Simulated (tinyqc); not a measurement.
Coherent transport through a tight-binding region between two chains, step by step. One step of it, computed by the program tinyqc.

Question. Transmission at E = 0.75 eV. Surface Green function g = (E - i sqrt(4 t^2 - E^2)) / (2 t^2); self-energy tc^2 g on each contact site; G = (E - H - Sigma)^(-1); Gamma = -2 Im Sigma; T = Gamma_L Gamma_R |G_LR|^2; local density of states -Im G_ii / pi.

H of the central region (eV):
```
           1          2
1   0.000000  -1.760000
2  -1.760000   0.000000
```

Leads: semi-infinite chains with site energy 0:

| parameter | value |
|---|---|
| lead hopping t (eV) | 2.080000 |
| coupling to the left lead (eV) | 1.140000 |
| coupling to the right lead (eV) | 0.780000 |
| left contact site | 1 |
| right contact site | 2 |

E = 0.750000 eV

Give: g; G; local density of states; transmission.

Answer.

g = 0.0867-0.4729i 1/eV

G (1/eV):
```
                 1                2
1  -0.2144-0.1480i   0.5941+0.1285i
2   0.5941+0.1285i  -0.1703-0.2540i
```

local density of states (1/eV): 0.0471  0.0808

transmission = 0.2613
